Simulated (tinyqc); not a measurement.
Central-cell correction: shallow acceptor in the spherical four-band model.

The ground state 1S3/2 has an L = 0 part f(r) and an L = 2 part g(r). In units of Ry* and a*, with Gaussians f_i = exp(-a_i r^2), g_i = r^2 exp(-a_i r^2), A = a_i + a_j and I(n) = Gamma((n + 1)/2)/(2 A^((n + 1)/2)): S_ff = I(2), S_gg = I(6), H_ff = (6 a_i a_j/A) I(2) - 2 I(1), H_gg = (14 a_i a_j/A) I(6) - 2 I(5), H_fg = -mu [15 I(2) - 20 a_j I(4) + 4 a_j^2 I(6)]; each function is then normalised. The split-off band is left out.

Converged values use 22 exponents 2.2^i, i = -7 to 14, for f and for g.

Values chosen for the exercise (out of a larger set: near those of a shallow acceptor in InP; not measured data): rc = 1.7 angstrom (radius of the central cell); Vs = (2, 0, -0.5, -1.5, -2.5, -3.5) eV (central-cell strengths).

mu = 0.74951
Ry* = 16.9033 meV
a* = 33.805 angstrom

A short-range term V exp(-r^2/rc^2) is added (negative: attracts the hole); its elements are V S (A/(A + 1/rc^2))^(3/2) for f and ^(7/2) for g, in the same units.

Results:
```
V (eV),1S binding (meV),2S binding (meV),<r> (angstrom),L = 2 weight
2.0,33.2,10.31,28.2,0.255
0.0,36.2,10.71,25.9,0.259
-0.5,37.3,10.86,25.2,0.260
-1.5,40.4,11.23,23.4,0.263
-2.5,45.3,11.77,21.0,0.266
-3.5,53.8,12.56,18.0,0.271
```

From V = 0 to -3.5 eV the 1S binding grows by 17.6 meV (49 %) and the 2S binding by 1.84 meV, so the chemical shift sits mainly in the ground state. A repulsion of 2 eV removes 3.0 meV. The slope is 8.44 meV per eV over the last step against 1.50 on the repulsive side, since attraction pulls the state into the cell: the route from a shallow to a deep level.

(tinyqc, `OMP_NUM_THREADS=1 python tinyqc.py 1282597 1282598 out.jsonl`, Intel(R) Xeon(R) Processor @ 2.30GHz, 1 thread, shared host, about 0.06 s.)
